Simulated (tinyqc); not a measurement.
From total shift back to local temperature T: Raman shift of the zone-centre optical phonon of a diamond-structure crystal under stress. Computed by tinyqc, a small Python program. Command: `OMP_NUM_THREADS=1 python tinyqc.py 3018531 3018532 out.jsonl ramanstress inv`. One thread of a shared host (Intel(R) Xeon(R) Processor @ 2.30GHz), about 0.03 s of CPU time with the checks.

Axes x, y, z are the cube axes. Strain shifts the threefold optical mode and can split it; p, q and r are the phonon deformation potentials.

Inputs (values chosen for the exercise, modelled on germanium):
```
quantity,value,unit
unstrained frequency omega_0,300.4,1/cm
p/omega_0^2,-1.5,-
q/omega_0^2,-1.95,-
r/omega_0^2,-1.09,-
C11,127.1,GPa
C12,48.62,GPa
C44,67.36,GPa
stress sigma (tension positive),0.31,GPa
polarisation angle phi,30,degree
temperature coefficient d omega/dT,-0.016,1/(cm K)
laser wavelength,457.9,nm
```

Stress state: uniaxial. Axis: [111].

Constants: h = 6.62607015e-34 J s; c = 299792458 m/s; k_B = 1.380649e-23 J/K.

Method:
- S11 = (C11 + C12)/D, S12 = -C12/D, D = (C11 - C12)(C11 + 2 C12), S44 = 1/C44.
- Uniaxial stress along the unit vector n of the axis: sigma_ij = sigma n_i n_j.
- eps_xx = S11 sigma_xx + S12 (sigma_yy + sigma_zz), and cyclic; eps_xy = S44 sigma_xy/2 (tensor strain).
- Secular matrix: M_xx = p eps_xx + q (eps_yy + eps_zz), M_xy = 2 r eps_xy; its eigenvalues are omega^2 - omega_0^2, and the shifts are these over 2 omega_0.
- Backscattering from a (001) surface: incident polarisation (cos phi, sin phi, 0). With Raman tensors (R_z)_xy = (R_z)_yx = 1 and cyclic, only the z component u_z of a mode counts: I = u_z^2 sin^2(2 phi) for parallel and u_z^2 cos^2(2 phi) for crossed polarisers. An unresolved line sits at the intensity-weighted shift, which is M_zz/(2 omega_0).
- A temperature above 300 K shifts the line by (d omega/dT)(T - 300 K); divided by the shift per stress it poses as a stress; the total shift adds it to the shift of the observed line. The anti-Stokes to Stokes ratio is [(omega_L + omega_0)/(omega_L - omega_0)]^3 exp(-h c omega_0/(k_B T)) in photon counts, omega_L = 1/wavelength, resonance effects left out.

Task: A run gave the result below. Find the local temperature T, known to lie between 250 and 380 K.

total shift = -0.2871919 1/cm

Result:

Each step takes the trial c = (a f_b - b f_a)/(f_b - f_a), f being the result less the target and a, b, c the logarithms of the listed values; c replaces end b, the old b replaces a if the sign of f changed, and otherwise f_a is halved.

Scan of the range:
```
local temperature T (K),total shift (1/cm)
250,0.42641
268,0.13841
287,-0.16559
308,-0.50159
330,-0.85359
354,-1.23759
380,-1.65359
```

False position (Illinois rule, in the logarithm of the input) inside the bracket:
```
step,end a,end b,trial,total shift (1/cm)
1,287.000,308.000,294.429,-0.284461
2,308.000,294.429,294.596,-0.287132
3,308.000,294.596,294.604,-0.287250
4,294.596,294.604,294.600,-0.287192
5,294.604,294.600,294.600,-0.287192
```

Total shift falls at every point of a 13-point scan of the range (every second point is shown), so one value fits; it is bracketed by 287 and 308. The scan shows a straight line, so linear interpolation between any two rows gives the answer at once. Answer: local temperature T = 294.6 K.

Caution: this stress has components normal to the (001) face, so it cannot reach a free (001) surface; it can act on buried material.
